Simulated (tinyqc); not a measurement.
Harmonic frequencies on the UHF/3-21g surface (energies and gradients from PySCF), for H2-, spin multiplicity 2, step by step. The basis has no diffuse functions, so it cannot describe the extra electron: this is an exercise in the method, not the real anion. Computed by tinyqc, a small Python program that keeps every step (integrals from PySCF). Settings: charge = -1, multiplicity = 2, basis = 3-21g, delta = 0.002. Command: `OMP_NUM_THREADS=1 python tinyqc.py 22843 22844 out.jsonl` (the two numbers bound the seeds that draw the settings). One thread of a shared host (Intel(R) Xeon(R) Processor @ 2.60GHz), about 1 s of CPU time with the checks.

## One row of the Hessian: 2Hz

optimised positions (bohr):
```
          x        y         z
1H  0.00000  0.00000  -0.81745
2H  0.00000  0.00000   2.13459
```

gradient at +delta (hartree/bohr):
```
            x          y           z
1H  0.0000000  0.0000000  -0.0000371
2H  0.0000000  0.0000000   0.0000371
```

gradient at -delta (hartree/bohr):
```
            x          y           z
1H  0.0000000  0.0000000   0.0000385
2H  0.0000000  0.0000000  -0.0000385
```

Displace 2Hz by +/-0.002 bohr; H(k, :) = (g(+) - g(-)) / (2 delta).

row of the Hessian (hartree/bohr^2): 1Hx 0.0000000, 1Hy 0.0000000, 1Hz -0.0188981, 2Hx 0.0000000, 2Hy 0.0000000, 2Hz 0.0188981

## Hessian by finite differences

All rows are made in the same way, and the matrix is symmetrised.

Hessian (symmetrised) (hartree/bohr^2), lower triangle:
```
            1Hx         1Hy         1Hz         2Hx         2Hy        2Hz
1Hx  -0.0000002
1Hy   0.0000000  -0.0000002
1Hz   0.0000000   0.0000000   0.0188981
2Hx   0.0000002   0.0000000   0.0000000  -0.0000002
2Hy   0.0000000   0.0000002   0.0000000   0.0000000  -0.0000002
2Hz   0.0000000   0.0000000  -0.0188981   0.0000000   0.0000000  0.0188981
```

## Normal modes

masses (u): 1H 1.00782, 2H 1.00782

Diagonalise H_ij / sqrt(m_i m_j); the 5 smallest eigenvalues belong to translations and rotations; wavenumber = sqrt(eigenvalue / 1822.888) x 219474.63; each mode has its largest component positive (the first on a tie); zero-point energy = sum of wavenumbers / 2, with 349.755 1/cm per kcal/mol.

eigenvalues of the mass-weighted Hessian (hartree/(bohr^2 u)): 0.00000  0.00000  0.00000  0.00000  0.00000  0.03750

harmonic wavenumbers of the vibrations (1/cm): 995.5

mass-weighted modes:
```
       mode 1
1Hx   0.00000
1Hy   0.00000
1Hz   0.70711
2Hx   0.00000
2Hy   0.00000
2Hz  -0.70711
```

zero-point energy = 1.42312 kcal/mol
